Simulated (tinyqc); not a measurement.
Inside a calculation. Model: Monte Carlo simulation of one carrier in a uniform electric field. Computed by tinyqc, a small Python program that keeps every step. Command: `OMP_NUM_THREADS=1 python tinyqc.py 3007728 3007729 out.jsonl mcfl walk`. One thread of a shared host (Intel(R) Xeon(R) Processor @ 2.30GHz), about 2 s of CPU time with the checks. Intermediate numbers are printed to about 5 digits and carried at full precision; extremes and crossings named in words are read from the listed rows.

The force e F acts along +z. Flights end at the constant total rate Gamma; the part of Gamma that the real rates do not fill is self-scattering, which leaves k unchanged. One valley, no impurities and no intervalley scattering.

Inputs (values chosen for the exercise, modelled on CdS):
```
quantity                                             value    unit
effective mass m                                     0.206     m_0
non-parabolicity alpha                                0.29    1/eV
static permittivity eps_s                              8.7       -
high-frequency permittivity eps_inf                    5.3       -
density rho                                           4820  kg/m^3
sound velocity v_l                                    4280     m/s
acoustic deformation potential D_A                     7.6      eV
optical phonon energy hbar w                          37.7     meV
lattice temperature T                                  350       K
electric field F                                       2.6   kV/cm
energy E_max up to which Gamma must cover the rates      1      eV
seed of the random numbers                           49313       -
```

Crystal: polar. Band: Kane.

starting wave vector (1/nm): 0.076  -0.22  0.099

Constants: k_B = 1.380649e-23 J/K; e = 1.602176634e-19 C; hbar = 1.054571817e-34 J s; m_0 = 9.1093837015e-31 kg; hbar = 6.582119569e-16 eV s; eps_0 = 8.8541878128e-12 F/m; k_B = 8.617333262e-05 eV/K.

## Total rate Gamma

Kane band: hbar^2 k^2/(2 m) = E (1 + alpha E), speed v = hbar k/(m (1 + 2 alpha E)), states per spin, volume and energy g(E) = m k (1 + 2 alpha E)/(2 pi^2 hbar^2); overlap factors are set to 1. Masses are multiplied by m_0 and all formulas are in SI units. Phonon occupation N_q = 1/(exp(hbar w/(k_B T)) - 1). Acoustic deformation potential (elastic, equipartition, absorption and emission together): 1/tau = 2 pi k_B T D_A^2 g(E)/(hbar rho v_l^2). Polar optical, unscreened: W = e^2 w (1/eps_inf - 1/eps_s) m (1 + 2 alpha E') ln|(k + k')/(k - k')| / (4 pi eps_0 hbar^2 k), times N_q for absorption (E' = E + hbar w) and N_q + 1 for emission (E' = E - hbar w > 0), with alpha = 0 for a parabolic band; mean cosine of the angle <cos> = (k^2 + k'^2)/(2 k k') - 1/ln|(k + k')/(k - k')|. Gamma is 1.05 times the largest total rate on the grid E = (j + 1/2) E_max/400, j = 0..399.

largest total rate = 95.926 1e12/s

energy of the largest rate = 136.25 meV

Gamma = 100.72 1e12/s

## Flight 1

Random numbers (0.02 to 0.98, from up to 60 sets tried for early real events), one row a flight:
```
       r1      r2      r3      r4
1  0.9370  0.1320  0.9034  0.1603
2  0.8326  0.5160  0.0215  0.6651
3  0.4595  0.3924  0.4016  0.0708
4  0.1902  0.8781  0.3133  0.2331
5  0.1960  0.3458  0.0797  0.1614
6  0.4001  0.2250  0.7186  0.2763
7  0.7523  0.4883  0.3965  0.9068
```

Flight: t = -ln(r1)/Gamma; k_z grows by e F t/hbar; E follows from the band; dz = (E_end - E_start)/(e F). Use row 1 of the random numbers.

flight time t = 0.64605 fs

k at the end of the flight (1/nm): 0.07600  -0.22000  0.09926

energy at the end = 11.802 meV

displacement dz = 0.035746 nm

## Scattering event 1

Choice: with cumulative rates in the order acoustic, absorption, emission, the process is the first whose sum exceeds r2 Gamma; if none, self-scattering. Final state: E' = E, E + hbar w or E - hbar w gives k'. Isotropic processes: cos(theta) = 1 - 2 r3 from the z axis, phi = 2 pi r4, k' (sin theta cos phi, sin theta sin phi, cos theta). Polar processes: cos(b) = [1 + xi - (1 + 2 xi)^r3]/xi, xi = 2 k k'/(k - k')^2, b from the old direction n; new direction cos b n + sin b (cos phi e1 + sin phi e2), e1 = (z x n)/|z x n|, e2 = n x e1.

cumulative rates (1e12/s): acoustic 1.053, absorption 29.522, emission 29.522

r2 Gamma = 13.295 1e12/s

Process chosen: absorption

k after event 1, the start of the next flight (1/nm): 0.07792  0.46954  0.21202

## Flight 2

Use row 2 of the random numbers.

flight time t = 1.8189 fs

k at the end of the flight (1/nm): 0.07792  0.46954  0.21274

energy at the end = 49.556 meV

displacement dz = 0.21103 nm

## Scattering event 2

The formulas are those given above.

cumulative rates (1e12/s): acoustic 2.217, absorption 28.081, emission 75.384

r2 Gamma = 51.973 1e12/s

Process chosen: emission

k after event 2, the start of the next flight (1/nm): 0.05994  0.23613  0.07054

## All printed flights

Drift estimate: sum dz / sum t.

Flights:
```
flight  t (fs)  E at the end (meV)  dz (nm)          process  k_x (1/nm)  k_y (1/nm)  k_z (1/nm)
1        0.646              11.802  0.03575       absorption     0.07792     0.46954     0.21202
2        1.819              49.556  0.21103         emission     0.05994     0.23613     0.07054
3        7.720              11.937  0.31053  self-scattering     0.05994     0.23613     0.07359
4       16.478              12.121  0.70668  self-scattering     0.05994     0.23613     0.08010
5       16.180              12.316  0.75204  self-scattering     0.05994     0.23613     0.08649
6        9.095              12.433  0.44803       absorption     0.04336    -0.17962     0.49077
7        2.826              50.330  0.75817         emission     0.19916    -0.11934     0.12095
```

drift estimate from these flights = 58839 m/s

3 of the 7 flights end in self-scattering. So few flights say little about the drift velocity: the estimate is noise at this length.

## Low-field mobility from the linear Boltzmann equation

On the grid E_j = (j + 1/2) hbar w/12 up to 20 k_B T + 2 hbar w, solve (sum of rates) l(E) = v(E) + W_abs <cos> l(E + hbar w) + W_em <cos> l(E - hbar w); mu_0 = e sum g v l exp(-E/k_B T)/(3 k_B T sum g exp(-E/k_B T)).

low-field mobility mu_0 = 247.22 cm^2/(V s)

## Long runs: velocity against field

Each row: 250 carriers from a thermal start, 1600 flights each, the first half discarded, random numbers not printed; the error is the standard error over ten groups; the mean energy is taken at the ends of flights, which sample time evenly. Fields at which more than 0.02 % of the events exceed Gamma are left out.

Monte Carlo results:
```
F (kV/cm)  drift velocity (1e5 m/s)  error (1e5 m/s)  mu_0 F (1e5 m/s)  mean energy (meV)  real events (%)
0.65                         0.0103           0.0083           0.01607               46.2             54.3
1.30                         0.0280           0.0074           0.03214               46.0             54.4
2.60                         0.0585           0.0071           0.06428               46.3             54.3
5.20                         0.1210           0.0087           0.12856               46.6             54.5
10.00                        0.2370           0.0070           0.24722               46.9             54.9
```

At the lowest field the drift velocity is 0.64 +/- 0.52 of the ohmic value mu_0 F, at the highest 0.96 +/- 0.03. The mean energy goes from 46 to 47 meV against the parabolic-band thermal value 3 k_B T/2 = 45 meV: the curve ends near the ohmic line. Only 54 to 55 % of the events are real; the rest is the price of a constant Gamma.

Checks made by the program: energy gained in the printed flights against e F dz (relative difference 9e-09).
